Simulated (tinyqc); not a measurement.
Worked calculation: CID on RHF in the 6-311g basis, for H2, spin multiplicity 1. One step of it, computed by the program tinyqc.

Question. CID: roots. Diagonalise (each vector has its largest component positive (the first on a tie)); all determinants have Ms = 0, so triplets appear too. The lowest singlet root is the correlation energy.

Occupation strings over the orbitals (2 doubly, a alpha, b beta, 0 empty; spin orbitals ordered 1a 1b 2a 2b ...): 200000 020000 0a0b00 0a00b0 002000 00a00b 0b0a00 000200 000ab0 0b00a0 000ba0 000020 00b00a 000002

H - E(HF) between determinants (hartree):
```
           200000     020000     0a0b00     0a00b0     002000     00a00b     0b0a00     000200
200000   0.000000   0.080966  -0.076477  -0.028365   0.053493   0.035211   0.076477   0.091733
020000   0.080966   0.779735   0.137121   0.034779   0.027587   0.009673  -0.137121   0.068079
0a0b00  -0.076477   0.137121   1.095148  -0.144890   0.011337  -0.020777  -0.068079   0.102840
0a00b0  -0.028365   0.034779  -0.144890   2.845005  -0.010760  -0.016001  -0.015675  -0.055014
002000   0.053493   0.027587   0.011337  -0.010760   1.222084  -0.098091  -0.011337   0.046880
00a00b   0.035211   0.009673  -0.020777  -0.016001  -0.098091   3.182052   0.017894   0.028080
0b0a00   0.076477  -0.137121  -0.068079  -0.015675  -0.011337   0.017894   1.095148  -0.102840
000200   0.091733   0.068079   0.102840  -0.055014   0.046880   0.028080  -0.102840   1.442156
000ab0   0.050617   0.015675  -0.055014   0.042132   0.024820   0.092104  -0.009595  -0.103266
0b00a0   0.028365  -0.034779  -0.015675  -0.032234   0.010760   0.021414  -0.144890   0.055014
000ba0  -0.050617  -0.015675  -0.009595   0.042527  -0.024820  -0.040350  -0.055014   0.103266
000020   0.069552   0.032234  -0.042527  -0.034114   0.031123   0.090586   0.042527   0.080954
00b00a  -0.035211  -0.009673   0.017894   0.021414   0.098091  -0.031835  -0.020777  -0.028080
000002   0.067341   0.024822  -0.036490  -0.067840   0.031835  -0.011419   0.036490   0.062649

           000ab0     0b00a0     000ba0     000020     00b00a     000002
200000   0.050617   0.028365  -0.050617   0.069552  -0.035211   0.067341
020000   0.015675  -0.034779  -0.015675   0.032234  -0.009673   0.024822
0a0b00  -0.055014  -0.015675  -0.009595  -0.042527   0.017894  -0.036490
0a00b0   0.042132  -0.032234   0.042527  -0.034114   0.021414  -0.067840
002000   0.024820   0.010760  -0.024820   0.031123   0.098091   0.031835
00a00b   0.092104   0.021414  -0.040350   0.090586  -0.031835  -0.011419
0b0a00  -0.009595  -0.144890  -0.055014   0.042527  -0.020777   0.036490
000200  -0.103266   0.055014   0.103266   0.080954  -0.028080   0.062649
000ab0   3.230396   0.042527  -0.080954  -0.011275  -0.040350   0.120403
0b00a0   0.042527   2.845005   0.042132   0.034114  -0.016001   0.067840
000ba0  -0.080954   0.042132   3.230396   0.011275   0.092104  -0.120403
000020  -0.011275   0.034114   0.011275   5.148770  -0.090586   0.296826
00b00a  -0.040350  -0.016001   0.092104  -0.090586   3.182052   0.011419
000002   0.120403   0.067840  -0.120403   0.296826   0.011419   5.405039
```

Give: lowest roots of this matrix, relative to E(HF); lowest vectors; <S^2> of these roots; weight of the ground state by excitation level 0, 1, 2, ....

Answer.

lowest roots of this matrix, relative to E(HF) (hartree): [-0.0348, 0.7088, 1.0112, 1.1566, 1.2050, 1.5218, 2.8036, 2.8834]

lowest vectors, order 200000, 020000, 0a0b00, 0a00b0, 002000, 00a00b, 0b0a00, 000200, 000ab0, 0b00a0, 000ba0, 000020, 00b00a, 000002:
$$\begin{pmatrix}
0.9827 & 0.1488 & 0.0000 & -0.0811 \\
-0.1183 & 0.9171 & 0.0000 & 0.3154 \\
0.0823 & -0.2553 & 0.7041 & 0.5537 \\
0.0128 & -0.0298 & 0.0619 & 0.0207 \\
-0.0384 & -0.0532 & 0.0000 & 0.1792 \\
-0.0090 & -0.0106 & 0.0003 & 0.0264 \\
-0.0823 & 0.2553 & 0.7041 & -0.5537 \\
-0.0657 & -0.0338 & 0.0000 & -0.4952 \\
-0.0143 & -0.0128 & 0.0188 & -0.0169 \\
-0.0128 & 0.0298 & 0.0619 & -0.0207 \\
0.0143 & 0.0128 & 0.0188 & 0.0169 \\
-0.0090 & -0.0123 & 0.0000 & 0.0172 \\
0.0090 & 0.0106 & 0.0003 & -0.0264 \\
-0.0081 & -0.0096 & 0.0000 & 0.0155
\end{pmatrix}$$

<S^2> of these roots: [0.0000, 0.0000, 2.0000, 0.0000, 0.0000, 0.0000, 2.0000, 0.0000]

weight of the ground state by excitation level 0, 1, 2, ...: [0.9656, 0.0000, 0.0344]
